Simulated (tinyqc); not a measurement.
Worked calculation: deformation-potential model of the L valleys of a conduction band. Values are carried at full precision from step to step, so a last printed digit may differ when a step is redone from the rounded ones.

s11 = (C11 + C12)/((C11 - C12)(C11 + 2 C12)), s12 = -C12/((C11 - C12)(C11 + 2 C12)), s44 = 1/C44; exx = s11 sxx + s12 (syy + szz) and cyclic, exy = s44 sxy/2; tension is positive. A uniaxial stress X along the unit vector n is s_ij = X n_i n_j.

Constants: kB = 8.617333262e-05 eV/K; hbar^2/2m0 = 3.80998211 eV angstrom^2.

Inputs chosen for the exercise (near those of Ge; the results hold for these values, not for the real material):
- C11 = 130.4 GPa
- C12 = 47.9 GPa
- C44 = 67.4 GPa
- load = uniaxial [111] (kind of stress)
- X = -0.38 GPa (stress)
- Xd = -6.06 eV (dilation potential)
- Xu = 15.8 eV (uniaxial potential)
- T = 200 K (temperature)
- ml = 1.647 m0 (longitudinal mass)
- mt = 0.08 m0 (transverse mass)

## Strain from a uniaxial [111] stress

Form the compliances and the strain.

s11, s12, s44 (1/TPa): 9.5544  -2.5668  14.8368

strain tensor:
```
           x          y          z
x  -0.000560  -0.000940  -0.000940
y  -0.000940  -0.000560  -0.000940
z  -0.000940  -0.000940  -0.000560
```

## Valley shifts

Valleys with axes along [111], [1-1-1], [-11-1] and [-1-11], one whole valley each. Herring-Vogt shift of a valley with unit axis a: dE = Xd tr(e) + Xu a.e.a. Non-degenerate shares n_i = exp(-dE_i/kT)/sum_j exp(-dE_j/kT). Inverse mass tensor of a valley: (1 - a a)/mt + a a/ml; the masses are taken as independent of strain.

Apply the Herring-Vogt formula to each valley.

Xd tr(e) = 10.18 meV

a.e.a: [111] -0.002439, [1-1-1] 0.000066, [-11-1] 0.000066, [-1-11] 0.000066

shifts dE (meV): [111] -28.36, [1-1-1] 11.23, [-11-1] 11.23, [-1-11] 11.23

The lowest valley is [111], 39.6 meV below the highest; the mean shift over all valleys is (Xd + Xu/3) tr(e) = 1.33 meV.

## Shares of the electrons

Boltzmann factors of the shifts.

kT = 17.235 meV

shares: [111] 0.7683, [1-1-1] 0.0772, [-11-1] 0.0772, [-1-11] 0.0772

effective number of valley axes, 1/(largest share) = 1.302

## Conductivity mass tensor

With one scattering time for all valleys the conductivity goes as M = sum_i n_i (inverse mass tensor of valley i); along the unit vector u, 1/m_c = u.M.u. Without stress 1/m_c = (1/ml + 2/mt)/3. Take u along [110].

M (1/m0):
```
        x       y       z
x   8.536  -2.739  -2.739
y  -2.739   8.536  -2.739
z  -2.739  -2.739   8.536
```

m_c along [110] = 0.1725 m0
m_c without stress = 0.1172 m0

The repopulation alone changes the mobility along [110] by -32.1 %; with all electrons in the valleys lightest or heaviest along this direction it would change by +46 or -46 %.

## Effective density of states

Each of the 4 whole valleys has m_d = (ml mt^2)^(1/3) and N = 2 (m_d kT/(4 pi c))^(3/2), c = hbar^2/2m0. Counted from the lowest edge, Nc = N x sum_i exp(-(dE_i - dE_min)/kT). 1 angstrom^-3 = 1e24 cm^-3.

m_d = 0.2193 m0
N of one valley = 1.402e+18 cm^-3
Nc under stress = 1.825e+18 cm^-3
Nc without stress = 5.610e+18 cm^-3

## Piezoresistance from repopulation

For small stress d(rho)/rho = pi X. For valleys on the <111> axes pi11 = pi12 = 0 and pi44 = -Xu s44/(3 kT) x (K - 1)/(2K + 1), K = ml/mt. For stress along [110]: pi_l = (pi11 + pi12 + pi44)/2 with the current along it and pi_t = (pi11 + pi12 - pi44)/2 with the current along [1-10]. 1/GPa = 100 x 1e-11/Pa.

K = 20.587

pi11, pi12, pi44 (1e-11/Pa): 0.0  0.0  -210.6

pi_l, pi_t for [110] (1e-11/Pa): -105.3  105.3

Only the transfer between valleys is counted; changes of mass and of intervalley scattering add to it in a real crystal.

## Checks

- Conductivity mass at zero stress against 3/(1/ml + 2/mt): both 0.1171547.
- Piezoresistance coefficients by finite differences against the closed form: largest difference 1.3e-08.

Program tinyqc; command `OMP_NUM_THREADS=1 python tinyqc.py 1051572 1051573 out.jsonl`; about 0.03 s on one thread of a shared Intel(R) Xeon(R) Processor @ 2.30GHz.
